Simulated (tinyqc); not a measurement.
Width of the well: hydrogenic donor in a hard-walled well (variational).

Trial function cos(pi z/L) exp(-r/lam), r measured from the donor at zi, walls at +/- L/2, one eps everywhere. Counted from the lowest subband, E(lam) = c/(m lam^2) - (q/eps) I0/I1, with I0 the integral of cos^2(pi z/L) exp(-2|z - zi|/lam) over the well and I1 the same with the factor (|z - zi| + lam/2); c = hbar^2/2m0, q = e^2/(4 pi eps0). The binding energy is -E at the minimum.

Constants: hbar^2/2m0 = 3.80998211 eV angstrom^2; e^2/(4 pi eps0) = 14.39964547 eV angstrom.

Inputs chosen for the exercise (out of a larger set: near those of GaN; not measured data): m = 0.209 m0 (mass); eps = 9.3 (dielectric constant); Ls = (5, 9, 18, 43, 73, 171, 294) angstrom (widths).

Ry* = 32.8777 meV
a* = 23.547 angstrom

Donor at the centre and at the wall (zi = L/2).

Binding:

| L (angstrom) | L/a* | centre (meV) | in Ry* | wall (meV) | in Ry* | centre/wall |
|---|---|---|---|---|---|---|
| 5 | 0.21 | 107.92 | 3.283 | 79.51 | 2.418 | 1.36 |
| 9 | 0.38 | 96.51 | 2.936 | 63.80 | 1.941 | 1.51 |
| 18 | 0.76 | 80.51 | 2.449 | 46.34 | 1.410 | 1.74 |
| 43 | 1.83 | 60.08 | 1.827 | 28.82 | 0.876 | 2.08 |
| 73 | 3.10 | 49.50 | 1.506 | 21.07 | 0.641 | 2.35 |
| 171 | 7.26 | 38.10 | 1.159 | 12.89 | 0.392 | 2.96 |
| 294 | 12.49 | 34.85 | 1.060 | 10.14 | 0.308 | 3.44 |

How do the results move, and what explains it?

At the centre the binding falls from 3.28 to 1.06 Ry*, between the limits 4 and 1. At the wall it falls from 2.42 to 0.31 Ry*, towards 1/4: the wall forces a node through the donor, as in a 2p state. With this trial function, which underbinds wall donors by about a tenth, the wall donor drops below the bulk value between 18 and 43 angstrom. The ratio grows from 1.36 to 3.44. Widths under about 15 angstrom lie outside envelope theory and serve only to show the limit.

tinyqc: `OMP_NUM_THREADS=1 python tinyqc.py 1251643 1251644 out.jsonl`; about 0.02 s, one thread, shared Intel(R) Xeon(R) Processor @ 2.30GHz.
